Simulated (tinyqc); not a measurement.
Changing the grain-boundary reflection R: size effects in the resistivity of thin metal films and interconnect lines. Computed by tinyqc, a small Python program. Command: `OMP_NUM_THREADS=1 python tinyqc.py 3000515 3000516 out.jsonl size sweep`. One thread of a shared host (Intel(R) Xeon(R) Processor @ 2.30GHz), about 0.01 s of CPU time with the checks.

Electrons lose their drift at surfaces (a share 1 - p of the hits) and at grain boundaries (reflection R), besides bulk scattering.

Inputs (values chosen for the exercise, modelled on aluminium):
```
quantity                    value         unit
bulk resistivity rho_b       2.67  microohm cm
bulk mean free path lambda     20           nm
specularity p                0.14            -
film thickness h                7           nm
grain size over thickness     1.9            -
```

Geometry: film.

Method:
- D = (ratio) h.
- Mayadas-Shatzkes: alpha = (lambda/D) R/(1 - R); rho_b/rho = 1 - 3 alpha/2 + 3 alpha^2 - 3 alpha^3 ln(1 + 1/alpha).
- Fuchs-Sondheimer film: rho_b/rho = 1 - (3/(2 kappa))(1 - p) int_0^1 (s - s^3)(1 - exp(-kappa/s))/(1 - p exp(-kappa/s)) ds, f = rho/rho_b, kappa = thickness/lambda, 80 Gauss-Legendre points.
- Both together (Mayadas-Shatzkes film): rho_b/rho = (rho_b/rho of the grains alone) - (6/(pi kappa))(1 - p) int_0^(pi/2) dphi int_0^1 ds (cos^2 phi/H^2)(s - s^3)(1 - exp(-kappa H/s))/(1 - p exp(-kappa H/s)), H = 1 + alpha/(cos phi sqrt(1 - s^2)), 40 x 80 Gauss-Legendre points.
- Sheet resistance rho/h; additive estimate rho_b (f_surface + f_grain - 1).

One run for each value:
```
grain-boundary reflection R  resistivity rho (microohm cm)  rho/rho_b from grains   alpha
0.05                                                 5.784                 1.1158  0.0791
0.16                                                 6.556                 1.4073  0.2864
0.26                                                 7.430                 1.7393  0.5283
0.37                                                 8.688                 2.2202  0.8832
0.48                                                10.456                 2.8996  1.3881
0.59                                                13.160                 3.9391  2.1639
0.69                                                17.289                 5.5205  3.3471
0.80                                                26.665                 9.0814  6.0150
```

Over the rows, resistivity rho (microohm cm) rises from 5.78 to 26.7 (exponent d ln y / d ln x 0.11 between the first rows and 2.9 between the last); rho/rho_b from grains rises from 1.12 to 9.08 (exponent d ln y / d ln x 0.20 between the first rows and 3.4 between the last); alpha rises from 0.0791 to 6.02 (exponent d ln y / d ln x 1.1 between the first rows and 4.0 between the last).
